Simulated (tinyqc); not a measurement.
From electron temperature T_e back to electric field F: hot carriers by balance equations with a heated Maxwellian. Computed by tinyqc, a small Python program. Command: `OMP_NUM_THREADS=1 python tinyqc.py 3021837 3021838 out.jsonl hot inv`. One thread of a shared host (Intel(R) Xeon(R) Processor @ 2.30GHz), about 0.09 s of CPU time with the checks.

The carriers follow a Maxwellian at an electron temperature T_e, slightly displaced; the drift energy is neglected against k_B T_e. The balance averages the rate, not the time, so mu_0 lies below the relaxation-time value.

Inputs (values chosen for the exercise, modelled on holes in silicon):
```
quantity                                          value       unit
effective mass m                                  0.504        m_0
density rho                                        2329     kg/m^3
sound velocity v_l                                 8940        m/s
acoustic deformation potential D_A                    5         eV
phonon energy hbar w                               64.6        meV
optical or intervalley deformation potential D_o    8.3  1e8 eV/cm
final valleys Z_f                                     1          -
lattice temperature T                               100          K
iteration cap                                       300          -
```

Band: parabolic. Solver: Newton.

Constants: k_B = 8.617333262e-05 eV/K; k_B = 1.380649e-23 J/K; e = 1.602176634e-19 C; hbar = 1.054571817e-34 J s; m_0 = 9.1093837015e-31 kg; hbar = 6.582119569e-16 eV s.

Method:
- Parabolic band: E = hbar^2 k^2/(2 m), speed v = hbar k/m, states per spin, volume and energy g(E) = m k/(2 pi^2 hbar^2). Masses are multiplied by m_0 and all formulas are in SI units.
- Phonon occupation N_q = 1/(exp(hbar w/(k_B T)) - 1).
- Acoustic deformation potential (elastic, equipartition, absorption and emission together): 1/tau = 2 pi k_B T D_A^2 g(E)/(hbar rho v_l^2).
- Optical or intervalley deformation potential: 1/tau = (pi Z_f D_o^2/(rho w)) [N_q g(E + hbar w) + (N_q + 1) g(E - hbar w)], with g = 0 below the band edge.
- Averages over the Maxwellian, <y> = int y x^(1/2) exp(-x) dx / int x^(1/2) exp(-x) dx with x = E/(k_B T_e), split at x_0 = hbar w/(k_B T_e): 64 Gauss-Legendre points in sqrt(x) below it and 128 in sqrt(x - x_0) above it, up to x = 32. Momentum balance: mu(T_e) = e/(m nu), nu = <x (sum of rates)>/<x>. Power lost per carrier: P(T_e) = hbar w <emission rate - absorption rate> + <(2 m v_l^2/(k_B T)) (E - 2 k_B T) acoustic rate>.
- Newton: h(T_e) = P - e mu F^2, T_new = T_e - h/h', with h' by a central difference of +/- 0.5 K, limited to the range T to 3 T_e.
- Start at T_e = 1.5 T; stop when T_e moves by less than 1e-6 K or exceeds 1e6 K.

Task: A run gave the result below. Find the electric field F, known to lie between 3.3 and 5.7 kV/cm.

electron temperature T_e = 284.7775 K

Result:

Each step takes the trial c = (a f_b - b f_a)/(f_b - f_a), f being the result less the target and a, b, c the logarithms of the listed values; c replaces end b, the old b replaces a if the sign of f changed, and otherwise f_a is halved.

Scan of the range:
```
electric field F (kV/cm)  electron temperature T_e (K)
3.30                                           271.602
3.61                                           282.402
3.96                                           294.358
4.34                                           307.118
4.75                                           320.689
5.20                                           335.417
5.70                                           351.645
```

False position (Illinois rule, in the logarithm of the input) inside the bracket:
```
step    end a    end b    trial  electron temperature T_e (K)
1     3.61000  3.96000  3.67698                       284.708
2     3.96000  3.67698  3.67894                       284.775
3     3.96000  3.67894  3.67905                       284.779
4     3.67894  3.67905  3.67900                       284.777
```

Electron temperature T_e rises at every point of a 13-point scan of the range (every second point is shown), so one value fits; it is bracketed by 3.61 and 3.96. Answer: electric field F = 3.679 kV/cm.
